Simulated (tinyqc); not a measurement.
Crystal pulling from the melt: segregation, interface stability, heat balance and point-defect regime: one step, computed by the program tinyqc.

A dilute solute; steady pulling with a flat interface unless it is found unstable.

Question. Boundary layer and effective coefficient. delta = 1.61 D^(1/3) nu^(1/6) omega^(-1/2), omega = 2 pi rpm/60; k_eff = k0/[k0 + (1 - k0) exp(-V delta/D)] (Burton, Prim and Slichter); the melt at the interface is enriched by k_eff/k0.

Inputs (values chosen for the exercise, modelled on antimony in silicon):
```
quantity,value,unit
equilibrium coefficient k0,0.023,-
diffusivity in the melt D,0.00014,cm^2/s
kinematic viscosity nu,0.0035,cm^2/s
crystal rotation,8,rpm
pull rate V,0.64,mm/min
```

Give: boundary layer delta; V delta/D; k_eff; enrichment at the interface.

Answer.

boundary layer delta = 355.9 micrometre

V delta/D = 0.2712

k_eff = 0.02995

enrichment at the interface = 1.302

k_eff has moved 0.7 % of the way from k0 to 1. A 10 % ripple of V gives striations of 2.63 % in C_s, since d ln k_eff/d ln V = (1 - k_eff) V delta/D.
